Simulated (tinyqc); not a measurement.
Bandgap voltage reference from two bipolar transistors: effect of the area ratio of the second transistor.

Two transistors of area 1 and N carry the same current I. Is(T) = Is (T/T0)^eta exp[(Vg0 q/kB)(1/T0 - 1/T)], VBE1 = Vt ln(I/Is(T)) + I rb, VBE2 = Vt ln(I/(N Is(T))) + I rb/N. The amplifier forces I R1(T) = VBE1 - VBE2 + Vos, with R(T) = R (1 + tc (T - T0)) for both resistors, and the output is Vref = VBE1 + I R2(T). Base currents and the Early effect are neglected.

Vt = kB T/q; I = (Vt ln N + Vos)/(R1(T) - rb (1 - 1/N)). Box coefficient: span of Vref between 233 and 398 K over its average over T and over 165 K. The last column is the R2 that gives zero slope at T0.

Parameters, values chosen for the exercise; values of the order met in silicon bipolar transistors:

| symbol | value | unit | meaning |
|---|---|---|---|
| T0 | 300 | K | reference temperature |
| Vg0 | 1.206 | V | band-gap voltage extrapolated to 0 K |
| eta | 3 |  | temperature exponent of the saturation current |
| Is | 3.8e-16 | A | saturation current of the unit transistor at T0 |
| R1 | 2.3 | kohm | resistor across which the difference of VBE falls, at T0 |
| tc | 0 | ppm/K | temperature coefficient of both resistors |
| Vos | 0 | mV | offset of the amplifier |
| rb | 0 | ohm | series resistance of the unit transistor |
| R2 | 25.94 | kohm | output resistor at T0 |

Constants: q = 1.602176634e-19 C, kB = 1.380649e-23 J/K. Results are converted to the units shown.

Result of one run:

| I at T0 (uA) | Vref at T0 (V) | slope at T0 (uV/K) | box coefficient (ppm/K) | R2 for zero slope (kohm) |
|---|---|---|---|---|
| 51.76 | 2.005 | 2493 | 1217 | 11.49 |

Which area ratio of the second transistor N gave this result: 4, 15, 24 or 100?

N = 100.

The whole series:

| N | I at T0 (uA) | Vref at T0 (V) | slope at T0 (uV/K) | box coefficient (ppm/K) | R2 for zero slope (kohm) |
|---|---|---|---|---|---|
| 2 | 7.791 | 0.8159 | -1473 | 1867 | 82.64 |
| 4 | 15.58 | 1.036 | -739.2 | 728.6 | 40.17 |
| 8 | 23.37 | 1.249 | -30.61 | 30.46 | 26.33 |
| 15 | 30.44 | 1.439 | 603.1 | 412.1 | 20.00 |
| 24 | 35.72 | 1.580 | 1074 | 668.6 | 16.92 |
| 48 | 43.51 | 1.787 | 1764 | 969.1 | 13.78 |
| 100 | 51.76 | 2.005 | 2493 | 1217 | 11.49 |

As N goes from 2 to 100, Vref rises from 0.8159 to 2.005 V and the box coefficient goes from 1870 through a minimum of 30.5 (at N = 8 among the rows listed) to 1220 ppm/K. A larger N needs a smaller R2/R1, which lowers the gain seen by offset and noise.

Numbers from tinyqc (`OMP_NUM_THREADS=1 python tinyqc.py 2062020 2062021 out.jsonl`; about 0.03 s on one thread of a shared Intel Xeon 2.30GHz).
